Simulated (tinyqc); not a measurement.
Worked calculation: round or elliptic silicon nanowire with anisotropic valleys (Ritz method). Values are carried at full precision from step to step, so a last printed digit may differ when a step is redone from the rounded ones.

Wire along x = [110] on a (001) wafer, y = [-110], z = [001]. Valley groups (w = inverse masses): A, two valleys along z: w_y = 1/mt, w_z = 1/ml, m_x = mt; B, four valleys in the wafer plane: w_y = (1/ml + 1/mt)/2, w_z = 1/mt, m_x = (ml + mt)/2.

Constants: hbar^2/2m0 = 3.80998211 eV angstrom^2; kB = 8.617333262e-05 eV/K.

Values chosen for the exercise (near those of a Si nanowire; the results hold for these values, not for the real material): ml = 0.911 m0 (longitudinal mass); mt = 0.193 m0 (transverse mass); a = 29 angstrom (semi-axis along y); b = 29 angstrom (semi-axis along z); group = B (valley group worked out); T = 300 K (temperature).

## Stretching the ellipse

Scaling y by 1/sqrt(w_y) and z by 1/sqrt(w_z) makes the mass 1 and the semi-axes A = a/sqrt(w_y), B = b/sqrt(w_z). List them with the one-function estimate 3c (1/A^2 + 1/B^2) and the slender limit c (pi/2s)^2 (1 + 2s/(pi l)), s and l the smaller and larger of A, B; c = hbar^2/2m0.

Groups:
```
group  g      A      B  axis ratio  one function (eV)  slender limit (eV)
A      2  12.74  27.68       2.173             0.0853              0.0749
B      4  16.37  12.74       1.285             0.1131              0.0866
```

The one-function value suits axis ratios near 1 and the slender limit ratios well above 2.

## Matrices of three even functions

Hard wall on the ellipse (y/a)^2 + (z/b)^2 = 1, c = hbar^2/2m0. With u = y/a, v = z/b the operator is -c [(w_y/a^2) d2/du2 + (w_z/b^2) d2/dv2] on the unit disc. Basis (1 - u^2 - v^2) u^i v^j; S, X and Y are the disc integrals of f f', (df/du)(df'/du) and (df/dv)(df'/dv), from the integral of u^p v^q = 2 Gamma((p+1)/2) Gamma((q+1)/2)/((p + q + 2) Gamma((p+q+2)/2)) for even p, q; H = c (w_y X/a^2 + w_z Y/b^2).

Basis 1, u^2, v^2 times (1 - u^2 - v^2); form S and H for the chosen group.

S, rows 1, u^2, v^2 and columns alike:
```
[[1.047198, 0.130900, 0.130900],
 [0.130900, 0.039270, 0.013090],
 [0.130900, 0.013090, 0.039270]]
```

H (meV), rows 1, u^2, v^2 and columns alike:
```
[[118.4256, 19.7376, 19.7376],
 [19.7376, 14.8487, 2.4672],
 [19.7376, 2.4672, 19.6921]]
```

## Lowest level in this basis

Solve H p = E S p for the wire level; give E, the ratios p2/p1 and p3/p1, and H11/S11.

E = 108.8 meV

ratios: [-0.49, -0.32]

one function = 113.1 meV

The two added functions lower the level by 4.2 meV (3.8 %), mostly by narrowing the state along u, the direction in which the stretched ellipse is long.

## Subbands

Converged values use 21 functions of each parity class (e or o in u, then in v).

The nine lowest levels of all groups and parity classes.

Subbands:
```
group, parity  g  m_x (m0)  E (eV)
A ee           2    0.1930  0.0809
B ee           4    0.5520  0.1088
A eo           2    0.1930  0.1368
A ee           2    0.1930  0.2132
B oe           4    0.5520  0.2421
A oe           2    0.1930  0.2713
B eo           4    0.5520  0.3099
A eo           2    0.1930  0.3112
A oo           2    0.1930  0.3594
```

At 300 K and without degeneracy the populations go as g sqrt(m_x) exp(-E/kB T): among these nine the lowest level holds 44 % and the light transport mass mt 49 % of the electrons. Levels above about 0.3 eV lie beyond parabolic valleys and hard walls.

## Checks

- Circle of radius a with both masses mt against c (2.404826/R)^2/m, eV: both 0.1357.

Computed by tinyqc, a small Python program: `OMP_NUM_THREADS=1 python tinyqc.py 1281621 1281622 out.jsonl` (the numbers bound the seed that draws the inputs); one thread of a shared host (Intel(R) Xeon(R) Processor @ 2.30GHz), about 0.05 s for the whole set of steps.
